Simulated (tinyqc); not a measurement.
Worked calculation: defect, radiative and Auger recombination at equal electron and hole densities (ABC model). Values are carried at full precision from step to step, so a last printed digit may differ when a step is redone from the rounded ones.

J/(e d) = Ae n + B n^2 + C n^3 with Ae = A + 4 S/w (four side walls, carriers spread evenly), e = 1.602176634e-19 C, lengths in cm; internal efficiency IQE = B n^2/(Ae n + B n^2 + C n^3); all injected carriers recombine in the layer.

Parameters, chosen for this exercise (orders of magnitude like those quoted for InGaAs; shifted at random, so the results belong to these values and not to a real crystal): A = 50000000 1/s (defect rate); B = 1.2e-10 cm^3/s (radiative coefficient); C = 1e-28 cm^6/s (Auger coefficient); S = 0 cm/s (recombination velocity of the side walls); w = 8.9 micrometre (side of the square mesa); d = 34 nm (active thickness); J = 21 A/cm^2 (current density); ex = 0.43 (extraction efficiency); Eph = 0.8 eV (photon energy).

## The efficiency peak

IQE peaks at n_p = sqrt(Ae/C); with Q = B/sqrt(Ae C), IQE_max = Q/(Q + 2).

Ae = 5.000e+07 1/s
n_p = 7.071e+17 1/cm^3
Q = 1.697
IQE_max = 0.459
J at the peak = 71.2 A/cm^2

The side walls are taken as passivated.

## Carrier density at the given current

G = J/(e d). Newton steps from the smallest of G/Ae, sqrt(G/B) and (G/C)^(1/3); stop when the relative step is below 1e-9.

G = 3.855e+25 1/(cm^3 s)

Newton steps:
```
step,n (1/cm^3),rate/G,relative step
1,5.6679e+17,2.20746,-0.29
2,4.0197e+17,1.19278,-0.095
3,3.6384e+17,1.00893,-0.0053
4,3.6190e+17,1.00002,-1.4e-05
5,3.6189e+17,1.00000,-8.6e-11
```

n = 3.619e+17 1/cm^3

The start is an upper bound and the function is convex, so the steps fall monotonically; 5 are needed.

## Shares, lifetimes and light

Shares of the three paths; lifetime n/G = 1/(Ae + B n + C n^2); differential lifetime 1/(Ae + 2 B n + 3 C n^2) and bandwidth 1/(2 pi tau_d); optical power density ex IQE J Eph/e.

shares: defect 0.4694, radiative 0.4077, Auger 0.1229

lifetime = 9.39 ns
differential lifetime = 5.68 ns
bandwidth = 28.0 MHz
optical power density = 2.95 W/cm^2

The defect path is the largest; the device runs below its efficiency peak, where the defect and Auger shares are equal.

## Checks

- Density from Newton steps against bisection (1/cm^3): both 3.6189e+17.

(tinyqc, `OMP_NUM_THREADS=1 python tinyqc.py 1680456 1680457 out.jsonl`, Intel(R) Xeon(R) Processor @ 2.30GHz, 1 thread, shared host, about 0.01 s.)
